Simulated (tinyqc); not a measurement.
Permeation of metal atoms or ions through a thin barrier or dielectric: time lag, field-aided drift and lifetime: one step, computed by the program tinyqc.

The film 0 < x < d is empty at first; C = C0 at x = 0 and C = 0 at x = d. dC/dt = D d2C/dx2.

Problem. Scales. D = D0 exp(-E/(k_B T)); time scale d^2/D; Peclet number P = z V/(k_B T), k_B T in eV; 1 nm = 1e-7 cm. Temperatures in kelvin are T(C) + 273.15.

Inputs (values chosen for the exercise, for a model case: neutral metal atoms through a barrier):
```
quantity                                 value    unit
thickness d                                5.1      nm
prefactor D0                               250  cm^2/s
activation energy E                       1.35      eV
charge number z                              0       -
voltage V (positive drives ions across)      0       V
test temperature T                         100       C
```

Constants: k_B = 8.617333262e-05 eV/K.

Give: diffusivity D; time scale d^2/D; Peclet number P.

Solution.

diffusivity D = 1.461e-16 cm^2/s

time scale d^2/D = 1780 s

Peclet number P = 0

Caution: a prefactor D0 above about 10 cm^2/s is far larger than atomic jumps allow; it only sets the time scale of the exercise.
